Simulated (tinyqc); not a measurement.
Charge stability of a double quantum dot, constant-interaction model with a charge sensor: one step of the calculation.

Capacitance matrix C = [[C1, -Cm], [-Cm, C2]], C1 = G1 + X1 + Cm + L1, C2 = G2 + X2 + Cm + L2. Gate charges n1 = (G1 V1 + X1 V2)/q, n2 = (X2 V1 + G2 V2)/q. The state (N1, N2) has U = (1/2) d^T E d with d = (N1 - n1, N2 - n2) and E = q^2 C^(-1). Leads at 0 V; no tunnel coupling, spin or level spacing. The sensor reads s1 <N1> + s2 <N2>.

Question. Energies and occupation of the charge states. U for N1, N2 = 0, 1, 2; p is proportional to exp(-U/kB T), normalised over these nine states.

Inputs (values chosen for the exercise): sensor weight of dot 1 s1 = 0.81; sensor weight of dot 2 s2 = 0.21; temperature T = 0.99 K.

Constants: q = 1.602176634e-19 C, kB = 1.380649e-23 J/K, Vt = kB T/q. Results are converted to the units shown.

E (meV):
```
           1          2
1  1.6806049  0.5602016
2  0.5602016  1.7126164
```

gate charges: n1 1.5429010, n2 1.0250430

Wanted: U; p; mean charges; sensor signal.

Answer.

```
state  U (meV)        p
(0,0)   3.7861  0.00000
(0,1)   2.0226  0.00000
(0,2)   1.9716  0.00000
(1,0)   1.4592  0.00000
(1,1)   0.2558  0.26678
(1,2)   0.7651  0.00068
(2,0)   0.8128  0.00039
(2,1)   0.1697  0.73215
(2,2)   1.2392  0.00000
```

mean charges: <N1> 1.7325, <N2> 1.0003
sensor signal = 1.6134

The ground state is (2,1), 0.0861 meV (1.01 kB T) below (1,1).

Program tinyqc, `OMP_NUM_THREADS=1 python tinyqc.py 2470036 2470037 out.jsonl`; Intel Xeon 2.30GHz, shared host, one thread, about 0.01 s.
